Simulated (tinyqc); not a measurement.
Delay unit and parasitic delay from two ring oscillators.

Inverse problem. A ring of 21 inverters oscillates at 1/(2 x 21 d), with stage delay d = tau (h + p) for fan-out h. Find tau, p and the delay at fan-out 4.

frequencies of 21-stage ring oscillators with fan-out 2 and 4 (GHz): [1.3141437, 0.85223026]

Answer. d is a straight line in h with slope tau and intercept tau p.

tau = 4.910 ps
p = 1.690
delay at fan-out 4 = 27.94 ps

tinyqc, about 0.01 s, one thread, Intel Xeon 2.30GHz (shared host): `OMP_NUM_THREADS=1 python tinyqc.py 2082208 2082209 out.jsonl`
